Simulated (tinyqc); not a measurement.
The whole curve: space-charge-limited current through a thin insulating or semi-insulating film with traps. Computed by tinyqc, a small Python program. Command: `OMP_NUM_THREADS=1 python tinyqc.py 3017004 3017005 out.jsonl sclc walk`. One thread of a shared host (Intel(R) Xeon(R) Processor @ 2.30GHz), about 0.01 s of CPU time with the checks.

One ohmic injecting contact at x = 0 (field zero), drift only, non-degenerate free carriers.

Inputs (values chosen for the exercise, modelled on semi-insulating GaAs):

| quantity | value | unit |
|---|---|---|
| permittivity eps | 12.9 | - |
| band mobility mu | 4300 | cm^2/(V s) |
| effective density of states N_c | 4.4e+17 | 1/cm^3 |
| trap density N_t | 4.7e+15 | 1/cm^3 |
| equilibrium Fermi level below the band edge, E_0 | 0.79 | eV |
| thickness d | 1700 | nm |
| temperature T | 300 | K |
| characteristic temperature T_c | 900 | K |

Traps: exponential tail.

Constants: k_B = 8.617333262e-05 eV/K; eps_0 = 8.8541878128e-12 F/m; e = 1.602176634e-19 C.

Method:
- Free density n_0 = N_c exp(-E_0/k_B T) in equilibrium; trapped density n_t(n) = N_t (n/N_c)^(T/T_c) (the low-temperature form).
- J = e mu n F and (eps eps_0/e) dF/dx = n - n_0 + n_t(n) - n_t(n_0) = rho(n). With F = J/(e mu n): d = (eps eps_0 J/(e^2 mu)) I_1 and V = (eps eps_0 J^2/(e^3 mu^2)) I_2, I_k = int_(n_L)^infinity dn/(n^(k+1) rho(n)), n_L the density at the anode; with u = n_L/n, 200 Gauss-Legendre points in t, u = 1 - (1 - t)^2.
- The last column is d ln J/d ln V up to the next row.

Current against voltage:

| n_L (1/cm^3) | V (V) | J (A/cm^2) | slope |
|---|---|---|---|
| 2.50e+04 | 8.2261e-05 | 1.0611e-11 | 2.1816 |
| 3.20e+05 | 8.9767e-04 | 1.9503e-09 | 3.3808 |
| 4.20e+06 | 2.6789e-03 | 7.8601e-08 | 3.7443 |
| 5.40e+07 | 6.8163e-03 | 2.5948e-06 | 3.8912 |
| 7.00e+08 | 1.6555e-02 | 8.1976e-05 | 3.9489 |
| 9.20e+09 | 3.9669e-02 | 2.5845e-03 | 3.9507 |
| 1.20e+11 | 9.4686e-02 | 8.0366e-02 | 3.8458 |
| 1.50e+12 | 2.2935e-01 | 2.4136e+00 | 3.4453 |
| 2.00e+13 | 6.5345e-01 | 8.8985e+01 | 2.7359 |
| 2.60e+14 | 2.7729e+00 | 4.6418e+03 | 2.2282 |
| 3.40e+15 | 2.1745e+01 | 4.5675e+05 | 2.0504 |
| 4.40e+16 | 2.4584e+02 | 6.5971e+07 | - |

What follows from these numbers?

The slope starts at 2.18, peaks at 4.0 between 0.0397 and 0.0947 V and ends at 2.05. Rows below 0.26 V (10 k_B T/e) are formal, since diffusion from the contact rules there. Self-heating is left out, although J V exceeds 1e5 W/cm^2 at the last row. The last rows ignore velocity saturation (mu V/d above 1e7 cm/s). An exponential tail gives the power law T_c/T + 1 = 4.00, which the middle rows approach.

Extremes, crossings and ranges named in words are read from the listed rows.
